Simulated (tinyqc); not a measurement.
MOSFET in the linear regime without short-channel effects, parameter extraction from computed curves: extraction methods against the temperature.

Inversion charge Q = Cox n Vt W0(exp((Vg - VT)/(n Vt))), W0 the Lambert function and n = nf; u = Q/Cox; mobility mu = mu0/(1 + th1 u + th2 u^2); channel resistance Rch = (L - dL)/(W mu Q); Id = Vd/(Rch + Rsd/W). Cox = eps0 eox/tox. Small Vd, no channel-length or drain effects.

From the continuous curve Id(Vg): tangent at peak gm (V_ext = Vg - Id/gm); constant current Id = 0.1 uA W/L; peak of d2Id/dVg2; Y = Id/sqrt(gm) drawn through Vg = VT + 0.6 and VT + 0.8 V, with intercept VT_Y and slope s. Mobilities gm,max L/(W Cox Vd) and s^2 L/(W Cox Vd) with the drawn L. Last column: share of Rsd/W in the total resistance at VT + 0.8 V.

Values chosen for this exercise; channel values of the order met in silicon transistors: relative permittivity of the gate insulator (close to silicon dioxide) eox = 3.9; insulator thickness tox = 2.4 nm; low-field mobility mu0 = 310 cm^2/(V s); first mobility attenuation factor th1 = 0.57 1/V; second mobility attenuation factor th2 = 0 1/V^2; threshold voltage VT = 0.41 V; body factor nf = 1.44; gate width W = 0.5 um; drawn gate length L = 0.12 um; drawn less effective length dL = 0.007 um; source plus drain resistance Rsd = 230 ohm um; drain voltage Vd = 0.02 V.

Constants: q = 1.602176634e-19 C, kB = 1.380649e-23 J/K, Vt = kB T/q, eps0 = 8.8541878128e-14 F/cm where lengths are in cm. Results are converted to the units shown.

Extraction methods against the temperature:

| T (K) | V_ext (V) | constant current (V) | second derivative (V) | VT_Y (V) | mobility from gm (cm^2/(V s)) | mobility from Y (cm^2/(V s)) | series share (%) |
|---|---|---|---|---|---|---|---|
| 77 | 0.412 | 0.422 | 0.407 | 0.436 | 240 | 320 | 32.5 |
| 110 | 0.410 | 0.417 | 0.406 | 0.442 | 226 | 316 | 32.2 |
| 150 | 0.407 | 0.410 | 0.404 | 0.447 | 214 | 311 | 31.9 |
| 220 | 0.400 | 0.395 | 0.399 | 0.453 | 197 | 302 | 31.5 |
| 300 | 0.389 | 0.374 | 0.392 | 0.456 | 182 | 292 | 31.0 |
| 370 | 0.379 | 0.354 | 0.386 | 0.456 | 172 | 283 | 30.7 |
| 450 | 0.366 | 0.329 | 0.377 | 0.454 | 162 | 273 | 30.4 |

What does the comparison show?

The model has VT = 0.41 V and mu0 = 310 cm^2/(V s). Over the table the extracted thresholds move by 46 mV (tangent), 93 mV (constant current), 30 mV (second derivative), 20 mV (Y function). The mobility from gm falls from 240 to 162 and that from Y falls from 320 to 273 cm^2/(V s).

Program tinyqc, `OMP_NUM_THREADS=1 python tinyqc.py 2210062 2210063 out.jsonl`; Intel Xeon 2.30GHz, shared host, one thread, about 0.01 s.
